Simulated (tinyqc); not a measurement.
Comparisons within one model: Gamma, L and X subbands of a thin body with non-parabolic valleys. A value that a table varies takes the place of the one given here.

Hard walls, flat band, c = hbar^2/2m0, energies from the bulk Gamma edge. For a valley at angle theta to the normal 1/m_z = cos^2/ml + sin^2/mt and m_d = sqrt(ml mt^2/m_z). Subband n starts at E_v + e with e (1 + a e) = c (n pi/t)^2/m_z, and its density-of-states mass is taken as m_d (1 + 2 a e), without further growth at higher in-plane energy. Groups are named by valley and degeneracy.

n_i = g m/(2 pi c) kB T ln(1 + exp((EF - E_i)/kB T)), sum n_i = Ns (1e12/cm^2 = 1e-4/angstrom^2), c = hbar^2/2m0. Quantum capacitance Cq = 1602.176634 sum g m/(2 pi c) f_i in microfarad/cm^2 with f_i = 1/(1 + exp((E_i - EF)/kB T)); Cox = 34.5313/eot (one gate); C/Cox = Cq/(Cq + Cox), the centroid term left out.

Constants: hbar^2/2m0 = 3.80998211 eV angstrom^2; kB = 8.617333262e-05 eV/K.

Inputs chosen for the exercise (near those of a thin GaSb channel; the results hold for these values, not for the real material):

| symbol | value | unit | meaning |
|---|---|---|---|
| face | 111 |  | surface |
| mG | 0.0396 | m0 | Gamma mass |
| aG | 1.12 | 1/eV | Gamma non-parabolicity |
| EL | 0.051 | eV | L edge above Gamma |
| mL | (1.298, 0.097) | m0 | L valleys (four, along <111>): ml, mt |
| EX | 0.333 | eV | X edge above Gamma |
| mX | (1.569, 0.222) | m0 | X valleys (three, along <100>): ml, mt |
| aS | 0.3 | 1/eV | non-parabolicity of L and X |
| Ns | 5.4 | x 1e12/cm^2 | sheet density |
| T | 300 | K | temperature |
| eot | 8 | angstrom | equivalent oxide thickness |
| ts | (18, 24, 30, 40, 55, 75, 110) | angstrom | thicknesses |
| t | 24 | angstrom | body thickness |
| Nl | (0.5, 1, 2, 4, 7, 11, 16) | x 1e12/cm^2 | sheet densities |

## Thinning the body

Lowest edge of each valley type, the lowest group, the Gamma share and C/Cox, with n = 1 to 8 of all groups.

Results:

| t (angstrom) | Gamma (eV) | L (eV) | X (eV) | lowest | Gamma share (%) | C/Cox |
|---|---|---|---|---|---|---|
| 18 | 1.232 | 0.138 | 0.672 | L1 | 0.0 | 0.614 |
| 24 | 0.846 | 0.101 | 0.531 | L1 | 0.0 | 0.671 |
| 30 | 0.622 | 0.083 | 0.462 | L1 | 0.0 | 0.715 |
| 40 | 0.407 | 0.069 | 0.407 | L1 | 0.0 | 0.760 |
| 55 | 0.246 | 0.061 | 0.373 | L1 | 0.1 | 0.831 |
| 75 | 0.145 | 0.056 | 0.354 | L1 | 0.7 | 0.859 |
| 110 | 0.073 | 0.053 | 0.343 | L1 | 3.3 | 0.868 |

What can be read from the table?

From 110 down to 18 angstrom Gamma rises by 1.16 eV, L by 0.08 and X by 0.33 eV, the light Gamma mass moving most. L1 stays lowest throughout. The Gamma share goes from 3 % to 0 %. C/Cox is 0.87 and 0.61 at the ends and lies between 0.61 and 0.87. Hard walls overstate the rise in the thinnest rows.

## Raising the sheet density

Fixed thickness, n = 1 to 8 of all groups; the gate overdrive above the lowest edge is (EF - E_lowest)/e + 0.1602177 Ns/Cox in volts.

Results:

| Ns (1e12/cm^2) | EF - lowest (eV) | Gamma share (%) | Cq | C/Cox | overdrive (V) |
|---|---|---|---|---|---|
| 0.5 | -0.014 | 0.0 | 2.49 | 0.366 | 0.005 |
| 1.0 | 0.011 | 0.0 | 4.07 | 0.485 | 0.048 |
| 2.0 | 0.043 | 0.0 | 5.77 | 0.572 | 0.117 |
| 4.0 | 0.091 | 0.0 | 7.42 | 0.632 | 0.240 |
| 7.0 | 0.146 | 0.0 | 10.62 | 0.711 | 0.405 |
| 11.0 | 0.198 | 0.0 | 13.25 | 0.754 | 0.607 |
| 16.0 | 0.257 | 0.0 | 14.17 | 0.767 | 0.850 |

How do the results move?

The lowest subband is L1 n=1; the light Gamma level lies 746 meV above it, lifted there by confinement. At the highest density band filling takes 0.257 V of the 0.850 V overdrive. Cq grows from 2.5 to 14.2 microfarad/cm^2 while EF moves from -0.014 to +0.257 eV against the lowest edge; the Gamma share stays near 0 %.

## What each parameter does

n = 1 to 8 of all groups. Each row changes one parameter from the base and keeps the others.

Results:

| case | lowest edge (eV) | EF (eV) | Gamma share (%) | C/Cox |
|---|---|---|---|---|
| base | 0.101 | 0.220 | 0.0 | 0.671 |
| t = 18 angstrom | 0.138 | 0.264 | 0.0 | 0.614 |
| mG = 0.0455 m0 | 0.101 | 0.220 | 0.0 | 0.671 |
| aG = 0.78 1/eV | 0.101 | 0.220 | 0.0 | 0.671 |
| EL = 0.101 eV | 0.151 | 0.270 | 0.0 | 0.671 |
| Ns = 8.1 x 1e12/cm^2 | 0.101 | 0.262 | 0.0 | 0.730 |
| eot = 6 angstrom | 0.101 | 0.220 | 0.0 | 0.605 |
| T = 250 K | 0.101 | 0.222 | 0.0 | 0.670 |

What does this show?

The largest shifts from the base row, up to three for each result and ties (the steps differ in size, so this ranks the rows, not the parameters). lowest edge (eV): EL +0.050, t +0.038; unchanged at the printed digits by mG, aG, Ns, eot and T. EF (eV): EL +0.050, t +0.045, Ns +0.042; unchanged at the printed digits by mG, aG and eot. Gamma share (%): unchanged at the printed digits by t, mG, aG, EL, Ns, eot and T. C/Cox: eot -0.066, Ns +0.059, t -0.057; unchanged at the printed digits by mG, aG and EL.

Run: tinyqc, `OMP_NUM_THREADS=1 python tinyqc.py 1250076 1250077 out.jsonl`; Intel(R) Xeon(R) Processor @ 2.30GHz, one thread, shared host; about 0.04 s of CPU time with all checks.
